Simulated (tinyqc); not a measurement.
Worked calculation: Koster-Slater impurity in an sp3s* host. Values are carried at full precision from step to step, so a last printed digit may differ when a step is redone from the rounded ones.

sp3s* tight binding, nearest neighbours only: anion (a) at 0, cation (c) at a/4 (1,1,1), orbitals s, px, py, pz, s* on each; k in units of 2 pi/a. With phases e_j = exp(i (pi/2) k.n_j) for n = (1,1,1), (1,-1,-1), (-1,1,-1), (-1,-1,1): g0 = (e1+e2+e3+e4)/4, g1 = (e1+e2-e3-e4)/4, g2 = (e1-e2+e3-e4)/4, g3 = (e1-e2-e3+e4)/4. The diagonal holds the levels Esa, Epa, Exa (s*) and Esc, Epc, Exc. Anion-cation block: <sa|sc> = Vss g0; <sa|xc> = Vsapc g1; <xa|sc> = -Vscpa g1; <xa|xc> = Vxx g0; <xa|yc> = <ya|xc> = Vxy g3, <xa|zc> = <za|xc> = Vxy g2, <ya|zc> = <za|yc> = Vxy g1; <s*a|xc> = Vxapc g1; <xa|s*c> = -Vpaxc g1; y and z take g2 and g3 in place of g1; s-s* and s*-s* vanish.

Values chosen for the exercise (out of a larger set: near a published set for Si; not measured data): p = (-4.217, 1.733, -4.217, 1.733, 6.665, 6.665, -8.378, 1.698, 4.544, 5.691, 5.691, 5.392, 5.392) eV (order Esa, Epa, Esc, Epc, Exa, Exc, Vss, Vxx, Vxy, Vsapc, Vscpa, Vxapc, Vpaxc); N = 5 (mesh); V = -5.6 eV (shift of the s level).

## The gap of the host

Gaps from the top of the valence band to Gamma, to the minimum on (x,0,0) from 0.5 to 1, and to L; the smallest is Eg.

top of the valence band on the scale of the parameters = 0.0350 eV

gaps (eV): Gamma 3.3960, Delta 1.0938, L 2.4323

Eg (smallest gap of the host) = 1.0938 eV

## Where the weight lies

A defect on a cation site (c) shifts the s level there by Vs or the three p levels by Vp and leaves the rest. A level in the gap solves 1/Vs = G_s(E) (symmetry A1) or 1/Vp = G_p(E) (T2, threefold), with G(E) = (1/N^3) sum over k and bands of w/(E - e), where w is the weight of the state on the s orbital of that site, or the mean weight on its px, py, pz. Mesh: k = f1 (-1,1,1) + f2 (1,-1,1) + f3 (1,1,-1), f = (j + 1/2)/N, j = 0 to N - 1. Energies from the top of the valence band at Gamma; the s* orbital of the site is left as it is. An infinite shift removes the s or p orbitals, the model of the ideal vacancy: G(E) = 0.

For each band: mean energy over the mesh and summed weights; each column of weights adds to one.

Bands:

| band | mean energy (eV) | s weight | p weight |
|---|---|---|---|
| 1 | -10.180 | 0.4152 | 0.0259 |
| 2 | -6.114 | 0.1969 | 0.0899 |
| 3 | -2.245 | 0.0054 | 0.1645 |
| 4 | -1.805 | 0.0022 | 0.1658 |
| 5 | 1.707 | 0.0759 | 0.0787 |
| 6 | 2.627 | 0.2400 | 0.0432 |
| 7 | 5.218 | 0.0003 | 0.1654 |
| 8 | 5.646 | 0.0174 | 0.1552 |
| 9 | 9.647 | 0.0306 | 0.0462 |
| 10 | 10.444 | 0.0160 | 0.0652 |

The filled bands hold 0.620 of the s orbital and 0.446 of each p orbital of the cation. Filled states add positive terms to G in the gap and empty ones negative terms.

## Green functions across the gap

G at nine energies E = Eg j/8.

G(E) (1/eV):

| E (eV) | G_s | G_p |
|---|---|---|
| 0.0000 | -0.07509 | 0.09852 |
| 0.1367 | -0.08757 | 0.06257 |
| 0.2734 | -0.10184 | 0.03583 |
| 0.4102 | -0.11856 | 0.01188 |
| 0.5469 | -0.13875 | -0.01178 |
| 0.6836 | -0.16410 | -0.03714 |
| 0.8203 | -0.19789 | -0.06704 |
| 0.9571 | -0.24797 | -0.10786 |
| 1.0938 | -0.34932 | -0.19112 |

Both fall with E, as dG/dE = -sum w/(E - e)^2 demands. G_s keeps its sign, so the vacancy has no level of this symmetry in the gap. G_p changes sign, so the vacancy has a level of this symmetry in the gap.

## A first estimate from the table

A defect that shifts the s level of its cation site by V has a level where the host Green function G_s(E) equals 1/V; E is counted from the top of the valence band. Find it by linear interpolation between the two rows that bracket it.

1/V = -0.17857 1/eV
estimated level = 0.742 eV

## The level and its weight on the defect

Solve by bisection with the full sum. The weight of the bound state on the shifted orbital is G^2/(-G'), which is also dE/dV.

level = 0.7476 eV
G'(E) = -0.24263 1/eV^2
weight on the defect orbital = 0.1314

The level lies 0.748 eV above the valence band and 0.346 eV below the conduction band. Only 13.1 % of it sits on the shifted orbital, the rest on other orbitals (the s* of the same site among them), so a shift of 1 eV moves the level by about 131 meV.

## Checks

- Sum of the s weights over all bands against one: both 1.00000.
- First moment of the s weights against the s level of the site, on the scale of the parameters: both -4.21700.

Program tinyqc; command `OMP_NUM_THREADS=1 python tinyqc.py 1481378 1481379 out.jsonl`; about 0.04 s on one thread of a shared Intel(R) Xeon(R) Processor @ 2.30GHz.
